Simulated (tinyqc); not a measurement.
Inside a calculation. Model: floating body of a partially depleted SOI transistor: body voltage and kink.

Computed by the program tinyqc: `OMP_NUM_THREADS=1 python tinyqc.py 2182069 2182070 out.jsonl`, one thread of a shared Intel Xeon 2.30GHz, about 0.2 s for the whole run. Printed values are rounded.

Source at 0 V. Channel current Ic = 2 nf K Vt^2 [F(0) - F(Vd)](1 + la Vd), F(V) = ln^2(1 + exp((Vg - VT - nf V)/(2 nf Vt))), VT = VT0 - gb Vb. Saturation voltage Vs = 2 Vt sqrt(F(0)) + 3 Vt, excess Ve = (Vd - Vs + sqrt((Vd - Vs)^2 + 0.0004 V^2))/2, multiplication M1 = Ai Ve exp(-Bl/Ve). Each junction passes D(v) = J1 (exp(v/Vt) - 1) + J2 (exp(v/(2 Vt)) - 1). Bipolar current Ib = bb J1 (exp(Vb/Vt) - 1). The body settles where M1 (Ic + Ib) = D(Vb) + D(Vb - Vd) + Vb/Rb; drain current Id = (1 + M1)(Ic + Ib) - D(Vb - Vd).

Values chosen for this exercise; values of the order met in partially depleted silicon-on-insulator transistors:
```
symbol    value         unit                                                                                            meaning
T           358            K                                                                                        temperature
VT0        0.39            V                                                                     threshold at zero body voltage
gb         0.35                                                                  fall of the threshold per volt of body voltage
nf         1.26                                                                                                    slope factor
K           450  uA/(V^2 um)                                                                              gain factor per width
la         0.04          1/V                                                                   channel-length modulation factor
Ai         3.73          1/V                                                                        impact-ionisation prefactor
Bl          4.6            V                                                                          impact-ionisation voltage
J1      3.2e-11        uA/um                                                      diffusion saturation current of each junction
J2       4.2e-7        uA/um                                                  recombination saturation current of each junction
bb            3                                                 gain of the lateral bipolar transistor on the diffusion current
Rb         7000      kohm um  resistance of a weak body tie to the source (1e9 stands for no tie, and the term is then dropped)
Vg         0.32            V                                                                                       gate voltage
Vd          1.8            V                                                                                      drain voltage
```

Constants: q = 1.602176634e-19 C, kB = 1.380649e-23 J/K, Vt = kB T/q. Results are converted to the units shown.

Range of the model: The multiplication law is an empirical form chosen for the exercise; self-heating and capacitive coupling to the body are left out, and the linear laws are rough once Vb passes about 0.7 V or M1 about 0.1.

## Starting value

Vb = 0.89 V.

Vb at the start = 0.89 V

## Iteration 1: new Vb

Current into the body I_in = M1 (Ic + Ib) - D(Vb - Vd), current out I_out = D(Vb) + Vb/Rb; f = ln(I_in/I_out), s = df/dVb by central differences over 1e-5 V, Vb(new) = Vb - f/s.

Ic = 11.4815 uA/um
Ve = 1.51315 V
M1 = 0.269976
I_in = 90.7301 uA/um
I_out = 109.094 uA/um
f = -0.184325
s = -1.57261 1/V
Vb after iteration 1 = 0.772790 V

## Iteration 2: new Vb

As before.

Ic = 8.13623 uA/um
Ve = 1.54389 V
M1 = 0.292654
I_in = 4.50754 uA/um
I_out = 2.64796 uA/um
f = 0.531963
s = -14.1167 1/V
Vb after iteration 2 = 0.810473 V

## Iteration 3: new Vb

As before.

Ic = 9.13845 uA/um
Ve = 1.53411 V
M1 = 0.285326
I_in = 9.64022 uA/um
I_out = 8.54468 uA/um
f = 0.120635
s = -7.80723 1/V
Vb after iteration 3 = 0.825925 V

## Course of the iteration

Stop when the step is below 1e-10 V, or after 40 iterations.

Course of the iteration:
```
iteration  Vb before the step (V)  step (V)
1                            0.89    -0.117
2                        0.772790    0.0377
3                        0.810473    0.0155
4                        0.825925   2.93e-3
5                        0.828858   9.42e-5
6                        0.828953   9.40e-8
7                        0.828953  9.43e-14
```

Converged in 7 iterations.

## Drain current with floating and with grounded body

converged Vb = 0.828953 V

Id and VT at the converged Vb, Id at Vb = 0, their ratio, and the bipolar share Ib/(Ic + Ib).

VT = 0.0998665 V
Id, floating = 69.8840 uA/um
Id, grounded = 0.189899 uA/um
ratio = 368.007
bipolar share = 82.2912 %

The body rises to 0.829 V and lowers the threshold by 290 mV.
